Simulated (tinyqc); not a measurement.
# Gas flow in a process chamber: flow regimes, conductance, effective pumping speed, pump-down, outgassing and purge, step by step

A worked calculation. Computed by tinyqc, a small Python program that keeps every step. Command: `OMP_NUM_THREADS=1 python tinyqc.py 3120732 3120733 out.jsonl pump walk`. One thread of a shared host (Intel(R) Xeon(R) Processor @ 2.30GHz), about 0.07 s of CPU time with the checks. Intermediate numbers are printed to about 5 digits and carried at full precision; extremes and crossings named in words are read from the listed rows.

Ideal gas, isothermal flow, a pump of constant speed at the end of a round pipe; process gas, volume gas and outgassing are given the same properties. 1 sccm = 101325 Pa x 1e-6 m^3/60 s x T/273.15 K.

Inputs (values chosen for the exercise, modelled on hydrogen near room temperature):

| quantity | value | unit |
|---|---|---|
| molar mass M | 2.016 | g/mol |
| molecular diameter | 0.27 | nm |
| viscosity eta | 8.9 | micropascal s |
| temperature T | 350 | K |
| chamber volume V | 76 | L |
| wall area | 0.65 | m^2 |
| pipe diameter d | 4 | cm |
| pipe length l | 20 | cm |
| pump speed S | 19 | L/s |
| process gas flow | 38 | sccm |
| outgassing rate after 1 h | 9.6e-07 | Pa m^3/(s m^2) |
| outgassing exponent n | 0.84 | - |
| starting pressure p0 | 2500 | Pa |
| target base pressure | 0.0001 | Pa |

Constants: k_B = 1.380649e-23 J/K; u = 1.6605390666e-27 kg.

## Molecular flow

Mean speed c = sqrt(8 k_B T/(pi m)); aperture conductance C_a = c pi d^2/16; molecular pipe C_m = C_a/(1 + 3 l/(4 d)) (Dushman form); viscous pipe C_v = pi d^4 p_mean/(128 eta l); Knudsen interpolation C = C_v + C_m (1 + x)/(1 + 1.24 x), x = d p_mean sqrt(m/(k_B T))/eta. Effective speed 1/S_eff = 1/S + 1/C_m; time constant V/S_eff; pressure at which the free path k_B T/(sqrt2 pi d_m^2 p) equals d.

mean speed c = 1917.2 m/s

C_a = 602.32 L/s

C_m = 126.80 L/s

S_eff in molecular flow = 16.524 L/s

time constant = 4.5994 s

pressure where the free path equals d = 0.37299 Pa

The pipe passes on 87 % of the pump speed.

## Process pressure

Steady flow: the pump inlet is at p_2 = Q/S, and the chamber pressure p_1 solves Q = C((p_1 + p_2)/2) (p_1 - p_2). Residence time = p_1 V/Q. Knudsen number = free path at the mean pressure over d.

throughput Q = 82.227 Pa L/s

p_2 = 4.3278 Pa

chamber pressure p_1 = 4.6420 Pa

conductance C = 261.70 L/s

residence time = 4.2904 s

Knudsen number = 0.083167

The flow in the pipe is transitional.

## Purging a well-mixed chamber

With steady flow a contaminant decays as exp(-t/residence time); gas used = flow x time.

time to dilute 1e3 times = 29.637 s

time to dilute 1e6 times = 59.274 s

gas used for 1e6 = 37.540 standard cm^3

## Pump-down curve

Pump-down: V dp/dt = -S_eff(p) p + q(t) A, with S_eff = S p_2/p, where p_2 solves C((p + p_2)/2) (p - p_2) = S p_2 at each moment, and q(t) = q_1 (1 h/(t + 10 s))^n; integrated adaptively. At long times p = q(t) A/S_eff. S_eff(p) is tabulated at 260 pressures and interpolated in ln p. Comparison columns: p0 exp(-t/time constant) with the molecular S_eff (0 below 1e-26 p0), and the outgassing limit.

Pressure against time:

| t (s) | p (Pa) | S_eff (L/s) | volume gas only (Pa) | outgassing limit (Pa) |
|---|---|---|---|---|
| 0.3 | 2.3194e+03 | 18.996 | 2.3421e+03 | 5.1710e-03 |
| 1 | 1.9471e+03 | 18.995 | 2.0115e+03 | 4.8932e-03 |
| 3 | 1.1812e+03 | 18.991 | 1.3022e+03 | 4.2525e-03 |
| 10 | 2.0571e+02 | 18.951 | 2.8424e+02 | 2.9614e-03 |
| 30 | 1.6718e+00 | 16.996 | 3.6744e+00 | 1.6544e-03 |
| 100 | 7.3476e-04 | 16.523 | 9.0245e-07 | 7.0728e-04 |
| 300 | 3.0003e-04 | 16.524 | 0 | 2.9622e-04 |
| 1000 | 1.1026e-04 | 16.524 | 0 | 1.0983e-04 |
| 3600 | 3.7716e-05 | 16.524 | 0 | 3.7675e-05 |
| 20000 | 8.9413e-06 | 16.524 | 0 | 8.9395e-06 |
| 100000 | 2.3139e-06 | 16.524 | 0 | 2.3138e-06 |

From t = 100 s on the pressure is within 20 % of the outgassing limit, which falls only as (t + 10 s)^-0.84: walls, not volume, set the time to base pressure.

## Time to base pressure

From the outgassing limit: t = 1 h x (q_1 A/(S_eff p_target))^(1/n) - 10 s; monolayer time at the target = 1e19 m^-2 x 4 k_B T/(p c) for unit sticking.

time to the target = 0.31092 h

monolayer time = 1.0082 s

Checks made by the program: throughput from C and the pressure drop (relative difference 3e-10).
